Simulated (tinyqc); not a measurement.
Thermodynamics of metal silicides: hull, first phase, silicon consumed, nucleation and stability against SiO2: one step, computed by the program tinyqc. Command: `OMP_NUM_THREADS=1 python tinyqc.py 3011080 3011081 out.jsonl silphase walk`. One thread of a shared host (Intel(R) Xeon(R) Processor @ 2.30GHz), about 0.01 s of CPU time with the checks.

Entropies of formation of the solids are neglected, so heats stand for free energies. Si fractions: M2Si 0.3333, MSi 0.5000, MSi2 0.6667.

Problem. Nucleation of MSi2 from MSi and Si. Where free silicon remains, MSi + Si -> MSi2 gains dH = 3 H(MSi2) - 2 H(MSi) per mole of M; per volume dG = |dH|/V(MSi2); r* = 2 gamma/dG, W* = 16 pi gamma^3/(3 dG^2). For comparison the same with MSi forming from the elements, 2 |H(MSi)|/V(MSi).

Inputs (values chosen for the exercise, of the order of those of nickel silicides for heats and volumes only):

| quantity | value | unit |
|---|---|---|
| heat of formation of MSi | -43.5 | kJ/mol atoms |
| heat of formation of MSi2 | -30 | kJ/mol atoms |
| change of interface energy gamma | 0.3 | J/m^2 |
| temperature T | 750 | K |

Phases: M2Si, MSi, MSi2.

volumes of the three phases per mole of M (cm^3/mol): 9.98  14.7  23.3

Constants: e = 1.602176634e-19 C; k_B = 8.617333262e-05 eV/K.

Give: dH of the reaction; driving force; critical radius; barrier W*; W*/(k_B T); barrier for MSi from the elements.

Solution.

dH of the reaction = -3 kJ/mol M

driving force = 0.12876 kJ/cm^3

critical radius = 4.66 nm

barrier W* = 170.32 eV

W*/(k_B T) = 2635.3

barrier for MSi from the elements = 0.080612 eV

The barrier is 2100 times that of MSi from the elements, since little energy is left to gain: homogeneous nucleation is out of reach, and only sites that cut the interface energy (grain boundaries, triple junctions) can start it.
